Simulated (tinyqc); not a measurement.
Six-band Luttinger-Kohn model with strain: sweeps and comparisons. A value that a table varies takes the place of the one given here.

Six-band Luttinger-Kohn model in the basis |3/2,3/2>, |3/2,1/2>, |3/2,-1/2>, |3/2,-3/2>, |1/2,1/2>, |1/2,-1/2>, electron energies, zero at the top of the unstrained valence band. H = -[rows: (P+Q, -S, R, 0, -S/r2, r2 R); (-S*, P-Q, 0, R, -r2 Q, r32 S); (R*, 0, P-Q, S, r32 S*, r2 Q); (0, R*, S*, P+Q, -r2 R*, -S*/r2); (-S*/r2, -r2 Q, r32 S, -r2 R, P+Dso, 0); (r2 R*, r32 S*, r2 Q, -S/r2, 0, P+Dso)], r2 = sqrt(2), r32 = sqrt(3/2). Levels are twofold.

P = c g1 k^2 - av tr(e); Q = c g2 (kx^2 + ky^2 - 2 kz^2) - (b/2)(exx + eyy - 2 ezz); R = c sqrt3 [-g2 (kx^2 - ky^2) + 2i g3 kx ky] + (sqrt3/2) b (exx - eyy) - i d exy; S = 2 c sqrt3 g3 (kx - i ky) kz - d (exz - i eyz); c = hbar^2/2m0, e the strain tensor (not engineering shear).

s11 = (C11 + C12)/((C11 - C12)(C11 + 2 C12)), s12 = -C12/((C11 - C12)(C11 + 2 C12)), s44 = 1/C44; exx = s11 sxx + s12 (syy + szz) and cyclic, exy = s44 sxy/2; tension is positive. A uniaxial stress X along the unit vector n is s_ij = X n_i n_j.

Constants: hbar^2/2m0 = 3.80998211 eV angstrom^2.

Inputs chosen for the exercise (near those of InP; the results hold for these values, not for the real material):
- Dso = 0.108 eV (spin-orbit splitting)
- g1 = 5.09 (Luttinger gamma1)
- g2 = 1.6 (gamma2)
- g3 = 2.1 (gamma3)
- av = 0.6 eV (valence hydrostatic potential)
- b = -2.01 eV (tetragonal shear potential)
- d = -4.96 eV (trigonal shear potential)
- C11 = 101.5 GPa
- C12 = 56.5 GPa
- C44 = 45.8 GPa
- load = uniaxial [110] (kind of stress)
- X1 = 0.9 GPa (size of the stress)
- E_h = 40 meV (hole energy below the top)
- X = -0.56 GPa (stress)

## Sweep of a uniaxial [110] stress

Edges at k = 0 and curvature masses of the top pair along [110] and [001] (step 0.0002 1/angstrom); at zero stress the top is fourfold and has no single curvature.

Edges and masses:
```
X (GPa)  top (eV)  second (eV)  third (eV)  splitting (meV)  m [110]  m [001]
-3.00      0.1707      -0.1023     -0.2015            273.0    0.078    0.508
-2.00      0.1072      -0.0704     -0.1615            177.6    0.080    0.490
-1.00      0.0471      -0.0365     -0.1270             83.6    0.085    0.444
0.00       0.0000       0.0000     -0.1080              0.0        -        -
1.00       0.0392      -0.0090     -0.1298             48.2    0.690    0.120
2.00       0.0808       0.0109     -0.1829             69.9    0.630    0.108
3.00       0.1241       0.0376     -0.2445             86.5    0.595    0.101
```

How do the results move?

The splitting reaches 273.0 meV under compression and 86.5 meV under the same tension; linear shear terms alone would make the two equal, and the difference comes from the coupling to the split-off band. At the ends of the sweep the top pair has a mass along [110] of 0.078 under compression and 0.595 under tension, so compression gives the lighter holes along [110]; along [001] it has 0.508 and 0.101. The top edge itself moves by +171 and +124 meV. The ends of the sweep mean strains up to 3.2 %, beyond the range of linear deformation potentials.

## Which stress helps holes along [110]

Each load has size X1 (biaxial: sxx = syy); masses are curvatures of the top pair at k = 0.

Results:
```
load                         splitting (meV)  top edge (meV)  m [110]  m [001]
uniaxial [110], compression             74.5            41.5    0.086    0.436
uniaxial [110], tension                 45.2            35.2    0.697    0.121
uniaxial [100], compression             99.7            57.0    0.154    0.439
uniaxial [100], tension                 48.1            42.7    0.233    0.149
uniaxial [111], compression             67.0            36.4    0.117    0.196
uniaxial [111], tension                 39.8            30.7    0.334    0.196
biaxial (001), compression              48.1            35.2    0.149    0.529
biaxial (001), tension                  99.7            64.5    0.439    0.093
```

What does this show, and why?

The lightest mass along [110] (0.086) comes with uniaxial [110], compression. The largest splitting (99.7 meV) comes with uniaxial [100], compression; biaxial (001), tension. The heaviest mass along [001] (0.529), which lowers the confinement energy in a (001) channel, comes with biaxial (001), compression. The splitting per GPa follows b (s11 - s12) for loads along cube axes and d s44 for [111]: here 2 |b| (s11 - s12) = 89.3 and |d| s44/sqrt3 = 62.5 meV per GPa in the limit of large Dso; where the splitting nears Dso, mixing with the split-off band makes it depend on the sign of the load.

## Warping of the constant-energy contours (six-band Luttinger-Kohn model)

No strain (e = 0). In the plane kz = 0, |k| where the top and second pairs lie E_h below the top, against the angle from [100]; m = c k^2/E_h.

Contours:
```
angle (degrees)  k top (1/angstrom)  k second (1/angstrom)  m top (m0)  m second (m0)
0                            0.0745                 0.0385       0.529          0.141
9                            0.0762                 0.0384       0.554          0.140
18                           0.0816                 0.0382       0.635          0.139
27                           0.0914                 0.0381       0.796          0.138
36                           0.1052                 0.0379       1.054          0.137
45                           0.1138                 0.0379       1.234          0.137
```

What can be read from the table?

The heavy contour reaches 1.527 times as far along [110] as along [100], the light one 0.984 times. The warping follows g3 - g2 = 0.50 and would vanish for g2 = g3. Along [100] the heavy mass is 1/(g1 - 2 g2) = 0.529 at any energy, while the light one is 0.1409, against 1/(g1 + 2 g2) = 0.1206 at the edge, for E_h/Dso = 0.37.

## What each parameter does

Edges at k = 0 under a uniaxial [110] stress X and the curvature mass of the top pair along [110] (step 0.0002 1/angstrom). Each row changes one parameter from the base and keeps the others.

Results:
```
case             top (eV)  second (eV)  third (eV)  mass (m0)
base               0.0236      -0.0208     -0.1155      0.091
C12 = 45.2 GPa     0.0214      -0.0199     -0.1148      0.091
X = -0.448 GPa     0.0181      -0.0167     -0.1132      0.093
g1 = 4.072         0.0236      -0.0208     -0.1155      0.100
C11 = 81.2 GPa     0.0324      -0.0233     -0.1223      0.091
d = -5.952 eV      0.0275      -0.0235     -0.1167      0.089
C44 = 54.96 GPa    0.0205      -0.0185     -0.1147      0.093
Dso = 0.086 eV     0.0246      -0.0207     -0.0946      0.088
```

How do the results move?

The largest shifts from the base row, up to three for each result and ties (the steps differ in size, so this ranks the rows, not the parameters). top (eV): C11 +0.0088, X -0.0054, d +0.0040; unchanged at the printed digits by g1. second (eV): X +0.0041, d -0.0027, C11 -0.0025; unchanged at the printed digits by g1. third (eV): Dso +0.0209, C11 -0.0068, X +0.0023; unchanged at the printed digits by g1. mass (m0): g1 +0.009, X +0.003, Dso -0.003; unchanged at the printed digits by C12 and C11. The Luttinger parameters multiply k^2 and cannot move the edges; av shifts all edges alike and leaves the mass.

(tinyqc, `OMP_NUM_THREADS=1 python tinyqc.py 1080124 1080125 out.jsonl`, Intel(R) Xeon(R) Processor @ 2.30GHz, 1 thread, shared host, about 0.05 s.)
